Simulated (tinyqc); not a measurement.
Spin curve: spin coating of a resist or spin-on film: centrifugal thinning, evaporation and the final thickness (Emslie and Meyerhofer models). Computed by tinyqc, a small Python program. Command: `OMP_NUM_THREADS=1 python tinyqc.py 3111293 3111294 out.jsonl spincoat walk`. One thread of a shared host (Intel(R) Xeon(R) Processor @ 2.30GHz), about 0.07 s of CPU time with the checks.

A Newtonian film stays uniform over the wafer; solvent and solids have the same density and the concentration is uniform through the thickness.

Inputs (values chosen for the exercise, of the order of those of a polymer resist in an ester solvent): solids volume fraction c0 = 0.21; kinematic viscosity of the solvent nu_s = 2.3 mm^2/s; viscosity constant k = 2500 mm^2/s; viscosity exponent gamma = 2.5; spin speed f = 1000 rpm; evaporation rate at 1000 rpm e0 = 0.42 micrometre/s; starting thickness h0 = 300 micrometre; wafer radius R = 150 mm.

Method:
- omega = 2 pi f/60; nu(c) = nu_s + k c^gamma; evaporation rate e = e0 sqrt(f/1000 rpm).
- Flow constant K = 2 omega^2/(3 nu(c0)); Reynolds number of the air omega R^2/nu_air with nu_air = 15 mm^2/s.
- Meyerhofer estimate: flow rules until (1 - c0) K h^3 = e, then evaporation alone: h_w = (e/((1 - c0) K))^(1/3), dry film c0 h_w.
- Full model for solids s and liquid l per area, h = s + l, c = s/h: ds/dt = -c Q, dl/dt = -(1 - c) Q - e, Q = 2 omega^2 h^3/(3 nu(c)); integrated adaptively (relative tolerance 1e-9) until l = 0.

dry film, estimate = 3288.86 nm

Dry film against speed:
```
f (rpm)  full model (nm)  estimate (nm)  time to dry (s)
500               5237.6         4651.2           76.566
1000              3704.0         3288.9           38.324
1500              3024.4         2685.3           25.559
2000              2619.2         2325.6           19.173
3000              2138.6         1898.8           12.784
4000              1852.1         1644.4            9.589
6000              1512.2         1342.7            6.393
```

What does the comparison show, and why?

The full thickness goes as f^-0.500; the estimate as (e/omega^2)^(1/3) = f^(-1/2). The time to dry goes as f^-1.00. A thickness window of 1 % allows a speed error of about 2 %.
